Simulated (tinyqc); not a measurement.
Comparisons within one model: inter-valley coupling by envelope functions against a chain of atomic planes. A value that a table varies takes the place of the one given here.

Chain: E(phi) = e0 + 2 v cos(phi) + 2 u cos(2 phi), cos(phi0) = -v/(4u), e0 = 2u + v^2/(4u); plane j = 0, 1, ... has the potential V_j = dE x_j + F (j - 30) a/4 (1 MV/m = 1e-4 V/angstrom). There are 30 barrier planes a side; with y = j - 29.5, x_j = xb (f(y) + f(Nw - y)), f(y) = 1/(1 + exp(y/L)), plus any Ge added in the well. The valley splitting is the spacing of the two lowest levels. Envelope theory: F_j solves a one-valley chain with hopping -b and diagonal 2b + V_j, b = 4u sin^2(phi0), sum F_j^2 = 1; the valleys couple by Dv = sum_j F_j^2 V_j exp(-2 i phi0 j) and split by 2|Dv|.

Values chosen for the exercise (near those of the Delta valleys of silicon in a SiGe well; not measured data):

| symbol | value | unit | meaning |
|---|---|---|---|
| a | 5.431 | angstrom | lattice constant; planes lie a/4 apart |
| u | 0.634 | eV | second-neighbour hopping |
| v | 0.652 | eV | nearest hopping |
| Nw | 36 |  | planes in the well |
| L | 0.75 | planes | interface width |
| xb | 0.28 |  | Ge fraction of the barriers |
| dE | 0.56 | eV | offset per unit Ge fraction |
| F | 5 | MV/m | field |
| xs | 0.05 |  | Ge fraction added on that plane |
| xw | 0.006 |  | mean Ge fraction of the wiggle |
| x0 | 1509 |  | start of the number sequence |
| na | 8000 |  | atoms a plane under the dot |
| js | 52 |  | plane j of a Ge spike (the well starts at j = 30) |

## Position of the spike

The spike is moved through the well; position counted from the first well plane, j - 30.

Against position:

| j - 30 | F_j^2, smooth | mean of the doublet (meV) | splitting, chain (micro-eV) | envelope | first order |
|---|---|---|---|---|---|
| 2 | 0.01374 | 23.97 | 722 | 715 | 769 |
| 4 | 0.02191 | 24.18 | 1134 | 1124 | 1227 |
| 7 | 0.03403 | 24.49 | 1755 | 1744 | 1906 |
| 11 | 0.04518 | 24.81 | 2385 | 2377 | 2530 |
| 14 | 0.04769 | 24.89 | 2555 | 2546 | 2671 |
| 18 | 0.04337 | 24.77 | 2293 | 2290 | 2429 |
| 23 | 0.03015 | 24.39 | 1558 | 1556 | 1688 |
| 29 | 0.01281 | 23.94 | 630 | 626 | 717 |
| 34 | 0.00325 | 23.70 | 147 | 146 | 182 |

The splitting is largest at plane 14 among these rows (2555 micro-eV), and the smooth envelope peaks at plane 14, counting all planes; without a spike it is 23. Where the splitting exceeds 20 micro-eV the envelope theory lies within 1.2 % of the chain and first order within 24 %.

## A periodic Ge profile (wiggle well)

periods (planes): pi/phi0 1.71595, pi/(pi - phi0) 2.39674

Added fraction xw (1 - cos(2 pi (j - 30)/p)) on the well planes; p = f times the resonant period pi/(pi - phi0). At resonance the estimate is dE xw.

Against period:

| f | p (planes) | mean of the doublet (meV) | splitting, chain (micro-eV) | envelope |
|---|---|---|---|---|
| 0.90 | 2.1571 | 26.90 | 191 | 204 |
| 0.95 | 2.2769 | 26.88 | 1811 | 1865 |
| 0.98 | 2.3488 | 26.90 | 3010 | 3034 |
| 0.99 | 2.3728 | 26.91 | 3211 | 3218 |
| 1.00 | 2.3967 | 26.92 | 3291 | 3280 |
| 1.01 | 2.4207 | 26.92 | 3251 | 3224 |
| 1.02 | 2.4447 | 26.91 | 3094 | 3054 |
| 1.05 | 2.5166 | 26.88 | 2131 | 2073 |
| 1.10 | 2.6364 | 26.88 | 509 | 475 |
| 1.50 | 3.5951 | 26.92 | 35 | 32 |
| 3.00 | 7.1902 | 26.93 | 24 | 23 |

The splitting peaks at f = 1 with 3.29 meV, against the estimate dE xw = 3.36 meV, and is 0.91 and 0.94 of the value at f = 1 two per cent off to either side: the width of the resonance is set by the number of periods under the envelope. At f = 3 it is 24 micro-eV. The chain has one orbital a plane and knows only this resonance; longer periods that work through other bands are outside it.

## Random alloy fluctuations

A uniform fraction x is added on all planes. Each plane j then fluctuates by q sqrt(x_j (1 - x_j)/na) in Ge fraction, q = sqrt12 (z/2147483647 - 1/2) with z(new) = 16807 z mod 2147483647 from x0, restarted for each row; 24 samples. Theory: Dv is a complex Gaussian with sigma^2 = dE^2 sum F_j^4 x_j (1 - x_j)/na, and the mean splitting is sqrt(pi) sigma if the smooth part is negligible.

Splitting (micro-eV):

| x | sigma | sqrt(pi) sigma | mean of 24 | least | largest |
|---|---|---|---|---|---|
| 0.00 | 26.5 | 47.0 | 59.1 | 15.6 | 125.6 |
| 0.01 | 119.7 | 212.2 | 217.4 | 85.7 | 482.2 |
| 0.02 | 166.4 | 294.9 | 303.9 | 109.9 | 650.6 |
| 0.05 | 257.1 | 455.6 | 472.0 | 159.6 | 977.4 |
| 0.10 | 353.0 | 625.6 | 649.7 | 214.6 | 1350.6 |

Without added Ge the disorder sits in the barriers, where the state is small: mean 59.1 micro-eV, against 23 for the smooth well. With 5 % Ge in the well the mean is 472, theory 456, with a statistical error of about 11 % for 24 samples; the miss is +4 %, and since every row reuses one sequence the rows with added Ge miss alike. The spread grows with the mean: at 5 % the samples run from 160 to 977, so small splittings remain possible. sigma falls as 1/sqrt(na) for larger dots. A chain with one orbital a plane has no Bloch-function factor, which scales all these couplings down in fuller models.

## What each parameter does

Chain with the spike on plane js. Each row changes one parameter from the base and keeps the others.

Results:

| case | level (meV) | splitting (micro-eV) |
|---|---|---|
| base | 24.474 | 1687.9 |
| Nw = 42 | 23.202 | 1768.4 |
| L = 1.25 planes | 25.305 | 1762.0 |
| xb = 0.33 | 24.966 | 1732.3 |
| dE = 0.616 eV | 24.841 | 1872.7 |
| F = 7 MV/m | 28.387 | 1501.4 |
| js = 55 | 24.229 | 1207.6 |
| xs = 0.065 | 24.704 | 2148.6 |

The largest shifts from the base row, up to three for each result and ties (the steps differ in size, so this ranks the rows, not the parameters). level (meV): F +3.913, Nw -1.272, L +0.830. splitting (micro-eV): js -480.3, xs +460.7, F -186.5.

Program tinyqc; command `OMP_NUM_THREADS=1 python tinyqc.py 1451305 1451306 out.jsonl`; about 0.07 s on one thread of a shared Intel(R) Xeon(R) Processor @ 2.30GHz.
